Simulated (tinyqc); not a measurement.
# Changing the box width b

Model: sputter depth profiling of a dopant layer: erosion rate, quantification and the mixing-roughness response. Computed by tinyqc, a small Python program. Command: `OMP_NUM_THREADS=1 python tinyqc.py 3030034 3030035 out.jsonl sims sweep`. One thread of a shared host (Intel(R) Xeon(R) Processor @ 2.30GHz), about 0.2 s of CPU time with the checks.

A rastered ion beam erodes silicon (49.94 atoms per nm^3). The measured profile is the true one convolved with a depth response.

Inputs (values chosen for the exercise, modelled on a dopant in silicon under an oxygen or caesium beam):
```
quantity,value,unit
beam energy E,1.7,keV
beam current,110,nA
raster side,250,um
sputter yield at 1 keV,1.3,-
mixing length at 1 keV,1.5,nm
roughness sigma,1.3,nm
depth of the top edge z0,47,nm
box concentration C,2.6e+18,1/cm^3
relative sensitivity factor RSF,4.7e+21,1/cm^3
matrix count rate,670000,1/s
background count rate,9.7,1/s
counting time per point,0.5,s
level that defines the junction C_B,2e+16,1/cm^3
```

True profile: box.

Constants: e = 1.602176634e-19 C.

Method:
- Scaling chosen for the exercise: yield Y = Y1 E^0.5, mixing length w = w1 E^0.5 (E in keV).
- Erosion rate = Y I/(e x raster^2 x density); depth step = rate x counting time; concentration = RSF x counts/matrix counts; detection limit = RSF x 3 sqrt(background x time)/(matrix rate x time).
- Mixing alone turns a layer at z0 into (1/w) exp(-(z - z0 + w)/w) for z > z0 - w; roughness adds a Gaussian of width sigma. With x = z - z0 + w: g(x) = (1/(2w)) exp(sigma^2/(2 w^2) - x/w) erfc((sigma/w - x/sigma)/sqrt2), and its integral G(x) = (1/2) erfc(-x/(sigma sqrt2)) - w g(x). Measured: C [G(x) - G(x - b)].
- Find the maximum, the full width at half maximum and the deep point where the profile falls to C_B; far down, the trailing edge decays by w ln(10) per decade.

One run for each value:
```
box width b (nm),peak concentration (1/cm^3),full width at half maximum (nm),apparent junction depth (nm)
0.30,1.6198e+17,4.217,51.481
0.52,2.8003e+17,4.230,52.671
0.91,4.8615e+17,4.269,53.972
1.60,8.3428e+17,4.391,55.458
2.70,1.3225e+18,4.724,57.130
4.80,1.9730e+18,5.814,59.620
8.30,2.4339e+18,8.581,63.268
14.00,2.5838e+18,14.029,68.995
25.00,2.5999e+18,25.000,79.996
```

What does the table show, and why?

Over the rows, peak concentration (1/cm^3) rises from 1.62e17 to 2.60e18 (exponent d ln y / d ln x 1.00 between the first rows and 0.011 between the last); full width at half maximum (nm) rises from 4.22 to 25.0 (exponent d ln y / d ln x 0.0055 between the first rows and 1.00 between the last); apparent junction depth (nm) rises from 51.5 to 80.0 (exponent d ln y / d ln x 0.042 between the first rows and 0.26 between the last). At the low end the exponent of peak concentration is 1.00, close to 1: a box thinner than the response looks like a delta layer. At the high end the exponent of full width at half maximum is 1.00, close to 1: the box is resolved. At the low end the exponent of full width at half maximum is 0.01, close to 0: the response sets the width. Convolution conserves area, so the dose C b would be measured correctly in every row, even where the peak is not.

Caution (all rows): C_B lies below the detection limit, so this point could not be measured.

Extremes, crossings and ranges named in words are read from the listed rows.
